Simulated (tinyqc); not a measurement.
Wafer bonding and layer transfer: bond energy, gap closing, particles, bonding of dissimilar wafers and hydrogen blisters: one step, computed by the program tinyqc.

gamma is the energy per area of each of the two surfaces; plates are isotropic, and both wafers have E1 and t1.

Task: Does a shallow gap close? E' = E1/(1 - nu^2), equal wafers of thickness t1 assumed. A gap of radius R closes if h_g < h_c: h_c = R^2/sqrt((2/3) E' t1^3/gamma) for R > 2 t1 (plate bending), h_c = 3.6 sqrt(R gamma/E') for R < 2 t1 (local deformation).

Inputs (values chosen for the exercise, for model wafers):

| quantity | value | unit |
|---|---|---|
| Young's modulus E1 | 133 | GPa |
| Poisson ratio nu | 0.18 | - |
| thickness t1 | 775 | micrometre |
| radius of a shallow gap R | 0.0052 | mm |
| half height of the gap h_g | 5 | nm |

bond energy gamma = 0.07487445 J/m^2

Give: closable height h_c; h_g/h_c.

Result:

closable height h_c = 6.059 nm

h_g/h_c = 0.8252

The gap closes.
